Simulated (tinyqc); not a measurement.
Closable height against the size of the gap: wafer bonding and layer transfer: bond energy, gap closing, particles, bonding of dissimilar wafers and hydrogen blisters. Computed by tinyqc, a small Python program. Command: `OMP_NUM_THREADS=1 python tinyqc.py 3030679 3030680 out.jsonl bond walk`. One thread of a shared host (Intel(R) Xeon(R) Processor @ 2.30GHz), about 0.01 s of CPU time with the checks.

gamma is the energy per area of each of the two surfaces; plates are isotropic.

Inputs (values chosen for the exercise, with wafer 1 close to silicon):

| quantity | value | unit |
|---|---|---|
| Young's modulus E1 | 159 | GPa |
| Young's modulus E2 | 396 | GPa |
| Poisson ratio nu | 0.24 | - |
| thickness t1 | 725 | micrometre |
| thickness t2 | 350 | micrometre |
| blade thickness t_b | 100 | micrometre |
| crack length L | 13.9 | mm |

Pair: two different wafers.

Method. Two cantilevers opened by t_b: gamma = 3 t_b^2 E1 t1^3 E2 t2^3/(16 L^4 (E1 t1^3 + E2 t2^3)). E' = E1/(1 - nu^2), equal wafers of thickness t1 assumed. A gap of radius R closes if h_g < h_c: h_c = R^2/sqrt((2/3) E' t1^3/gamma) for R > 2 t1 (plate bending), h_c = 3.6 sqrt(R gamma/E') for R < 2 t1 (local deformation).

bond energy gamma = 0.666130 J/m^2

Gap closing:

| R (mm) | regime | h_c (nm) | slope h_c/R |
|---|---|---|---|
| 1.00e-04 | local | 2.2620e+00 | 0.022620 |
| 1.00e-03 | local | 7.1532e+00 | 0.007153 |
| 1.00e-02 | local | 2.2620e+01 | 0.002262 |
| 1.00e-01 | local | 7.1532e+01 | 0.000715 |
| 5.00e-01 | local | 1.5995e+02 | 0.000320 |
| 2.00e+00 | plate | 4.9865e+02 | 0.000249 |
| 5.00e+00 | plate | 3.1166e+03 | 0.000623 |
| 2.00e+01 | plate | 4.9865e+04 | 0.002493 |
| 5.00e+01 | plate | 3.1166e+05 | 0.006233 |

Roughness of 100 nm scale may be 2.3 nm in half height, waviness of radius 5 cm as much as 310 micrometre: h_c goes as R^(1/2) when the wafer deforms locally and as R^2 when it bends. The allowed slope is least near R = 2 t1, so defects about 4 t1 wide are the hardest to close; bow matters little.

Extremes, crossings and ranges named in words are read from the listed rows.
